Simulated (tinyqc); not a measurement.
# MOS capacitor on a p-type substrate, surface potential from the exact charge relation: effect of the temperature on threshold and swing

Uniform p-type substrate, Boltzmann statistics, full ionisation, classical densities. psi is the surface potential against the body (positive when the bands bend down) and u = psi/Vt. Traps are spread evenly over the gap and neutral at flat band, so their charge is -q Dit psi; the minority quasi-Fermi level is shifted by Vb.

Nc and Nv are given at 250 K and scale as (T/250 K)^1.5; Eg is held fixed. ni = sqrt(Nc Nv) exp(-Eg/(2 Vt)), Eg in volts; phiF = Vt ln(N/ni); Cox = eps0 eox/tox; Vfb = phiM - chi - (Eg - Vt ln(Nv/N)) - q Nf/Cox; VT = Vfb + [(2 phiF + Vb)(1 + q Dit/Cox) + sqrt(2 eps0 eps_r q N (2 phiF + Vb))/Cox]. gamma = sqrt(2 eps0 eps_r q N)/Cox; Wm = sqrt(2 eps0 eps_r (2 phiF + Vb)/(q N)); m = 1 + (eps0 eps_r/Wm + q Dit)/Cox; swing m Vt ln 10; Cmin/Cox = 1/(1 + Cox Wm/(eps0 eps_r)).

Parameters, values chosen for the exercise; band and dielectric values close to those of 4H silicon carbide: band gap Eg = 3.3 eV; relative permittivity eps_r = 9.56; conduction-band density of states at the reference temperature Nc = 1.29e19 cm^-3; valence-band density of states at the reference temperature Nv = 1.89e19 cm^-3; electron affinity chi = 3.62 eV; acceptor density of the substrate N = 3.2e18 cm^-3; relative permittivity of the gate insulator (close to aluminium oxide) eox = 8.75; insulator thickness tox = 5.2 nm; gate work function phiM = 3.92 eV; fixed charge at the interface, in units of q Nf = 0 cm^-2; density of interface traps Dit = 0 cm^-2 eV^-1; reverse bias of the inversion layer against the body Vb = 1.5 V.

Constants: q = 1.602176634e-19 C, kB = 1.380649e-23 J/K, Vt = kB T/q, eps0 = 8.8541878128e-14 F/cm where lengths are in cm. Results are converted to the units shown.

The same in every row: gamma (V^0.5) = 0.6253.

Result of one run:
```
Vfb (V)	2 phiF (V)	VT (V)	Wm (nm)	m	swing (mV/decade)	Cmin/Cox
-2.953	3.215	3.120	39.46	1.144	63.56	0.1259
```

Which temperature T gave this result: 200, 240, 280, 360 or 400 K?

T = 280 K.

The whole series:
```
T (K)	Vfb (V)	2 phiF (V)	VT (V)	Wm (nm)	m	swing (mV/decade)	Cmin/Cox
200	-2.975	3.257	3.146	39.63	1.143	45.37	0.1254
240	-2.965	3.237	3.133	39.55	1.144	54.46	0.1256
280	-2.953	3.215	3.120	39.46	1.144	63.56	0.1259
320	-2.941	3.192	3.106	39.36	1.144	72.66	0.1261
360	-2.928	3.168	3.091	39.26	1.145	81.77	0.1264
400	-2.914	3.142	3.075	39.15	1.145	90.89	0.1267
440	-2.901	3.115	3.058	39.04	1.146	100.0	0.1270
```

As T goes from 200 to 440, VT falls from 3.15 to 3.06 V, the swing rises from 45.4 to 100 mV/decade and Cmin/Cox rises from 0.125 to 0.127. Of the change of VT by -0.0872 V, 0.0747 V comes from Vfb and -0.162 V from the band bending and the charge it takes. VT changes by -0.363 mV/K on average.

Program tinyqc, `OMP_NUM_THREADS=1 python tinyqc.py 2060173 2060174 out.jsonl`; Intel Xeon 2.30GHz, shared host, one thread, about 0.01 s.
